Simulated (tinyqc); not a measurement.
A stack of flat layers between unequal leads with mass mismatch, transfer matrices: one step of the calculation.

One electron of energy E comes from the left lead (band edge 0); no transverse momentum. Parabolic bands, masses in units of m0, C = hbar^2/(2 m0); psi and psi'/m are continuous at every interface. The layers follow each other from left to right, then the right lead.

Problem. Product of the matrices. The matrix of the later layer stands to the left: M = M_n ... M_2 M_1; det M = 1.

M of layer 1:
```
            1            2
1  0.39930841  0.086067597
2  -9.7661933   0.39930841
```

M of layer 2:
```
             1            2
1  -0.23679644   0.12883526
2   -7.3266237  -0.23679644
```

M of layer 3:
```
            1            2
1  0.69535008  0.078867563
2  -6.5488047   0.69535008
```

Give: M.

Solution.

M:
```
          1          2
1  -0.98900  -0.035589
2    8.4329   -0.70766
```

tinyqc, about 0.01 s, one thread, Intel Xeon 2.30GHz (shared host): `OMP_NUM_THREADS=1 python tinyqc.py 2560012 2560013 out.jsonl`
